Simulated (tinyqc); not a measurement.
Classical Heisenberg spin chain: exact results, Metropolis, heat-bath and over-relaxation steps, and a Monte Carlo run: one step, computed by the program tinyqc. Command: `OMP_NUM_THREADS=1 python tinyqc.py 3130165 3130166 out.jsonl heismc walk`. One thread of a shared host (Intel(R) Xeon(R) Processor @ 2.30GHz), about 0.2 s of CPU time with the checks.

E = -J sum_i s_i . s_(i+1) for unit vectors s_i on an open chain; K = J/(k_B T).

Question. Exact results. Each bond angle is independent, so u = <s_i . s_(i+1)> = coth K - 1/K, <s_i . s_(i+n)> = u^n, correlation length xi = -1/ln|u|, energy per bond -J u, heat capacity per bond c/k_B = 1 - K^2/sinh^2 K, and for the long chain chi = mu^2 (1 + u)/(3 k_B T (1 - u)) per spin.

Inputs (values chosen for the exercise, for a model chain of large moments): coupling J = -37 meV; temperature T = 69.1 K; moment mu = 2.6 mu_B.

Constants: k_B = 8.617333262e-05 eV/K; mu_B = 5.7883818060e-05 eV/T.

Give: K; u; xi; energy per bond; heat capacity; chi over the Curie value; chi.

Answer.

K = -6.214

u = -0.8391

xi = 5.699 sites

energy per bond = -31.05 meV

heat capacity = 0.9994 k_B/bond

chi over the Curie value = 0.08750

chi = 0.001917 mu_B/T per spin

For |K| >> 1, |u| = 1 - 1/|K| and xi = |K| - 1/2 = 5.71: the chain orders only at T = 0, and c tends to k_B, not to zero, a failure of classical spins.
